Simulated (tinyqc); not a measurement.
From one set of inputs to another, one input at a time: thermal and gravitational stress in a wafer during furnace and rapid thermal processing, and the onset of slip. Computed by tinyqc, a small Python program. Command: `OMP_NUM_THREADS=1 python tinyqc.py 3019898 3019899 out.jsonl slip ladder`. One thread of a shared host (Intel(R) Xeon(R) Processor @ 2.30GHz), about 0.01 s of CPU time with the checks.

A thin free disc in plane stress, isotropic; T(r) = T_centre + dT (r/R)^n. Stress is positive in tension; sigma_SB = 5.670374419e-8 W/(m^2 K^4), g = 9.80665 m/s^2.

The inputs printed are set A. Inputs not listed in the table keep their values of set A, so the rows need not describe a real material.

Inputs (values chosen for the exercise, modelled on silicon):
```
quantity                             value        unit
wafer radius R                         100          mm
thickness t                            725  micrometre
Young's modulus E                      157         GPa
expansion alpha                        4.3      1e-6/K
edge less centre temperature dT         23           K
exponent n of the profile                4           -
temperature T                         1350           K
prefactor A of the critical stress  0.0005         MPa
energy U of the critical stress       1.08          eV
density rho                           2330      kg/m^3
heat capacity c                        973    J/(kg K)
conductivity k                        23.8     W/(m K)
wafer spacing s                        9.3          mm
ramp rate                               24       K/min
```

Temperature profile: edge zone, power law.

Constants: k_B = 8.617333262e-05 eV/K.

Method:
- With x = r/R: s_rr = alpha E dT (1 - x^n)/(n + 2), s_tt = alpha E dT [1 - (n + 1) x^n]/(n + 2).
- Critical resolved stress tau_c = A exp(U/(k_B T)), a form chosen for the exercise; slip when 0.492799 |s_tt(R)| > tau_c; allowed |dT| = tau_c (n + 2)/(0.492799 n alpha E).
- In a stack heated from the rim, heat flows inward by conduction and by radiation between wafers: k_eff = k + (16/3) sigma_SB T^3 s^2/t (a diffusion estimate with the spacing as path length). A steady ramp gives the parabolic lag dT = rho c (ramp) R^2/(4 k_eff); the allowed ramp uses n = 2.

Each row keeps all changes above it:
```
input moved                                 from       to  hoop stress at the edge (MPa)  resolved over critical stress  lag of the centre (K)
set A                                          -        -                        -10.352                        0.94816                 20.140
temperature T (K)                           1350     1100                        -10.352                        0.11496                 31.567
energy U of the critical stress (eV)        1.08    0.991                        -10.352                        0.29398                 31.567
ramp rate (K/min)                             24      5.2                        -10.352                        0.29398                  6.839
heat capacity c (J/(kg K))                   973      969                        -10.352                        0.29398                  6.811
Young's modulus E (GPa)                      157      139                         -9.165                        0.26028                  6.811
prefactor A of the critical stress (MPa)  0.0005  0.00043                         -9.165                        0.30265                  6.811
wafer spacing s (mm)                         9.3       15                         -9.165                        0.30265                  3.289
```

Where does the difference come from?

Hoop stress at the edge goes from -10.4 to -9.16, +1.19 in all. The largest single move comes from Young's modulus E (+1.19). Resolved over critical stress goes from 0.948 to 0.303, a factor 0.319 in all. The largest single move comes from temperature T (a factor 0.121), and energy U of the critical stress works against it (a factor 2.56). lag of the centre goes from 20.1 to 3.29, a factor 0.163 in all. The largest single move comes from ramp rate (a factor 0.217), and temperature T works against it (a factor 1.57). The single moves hold for this order of the switches; the total does not depend on the order.

Extremes, crossings and ranges named in words are read from the listed rows.
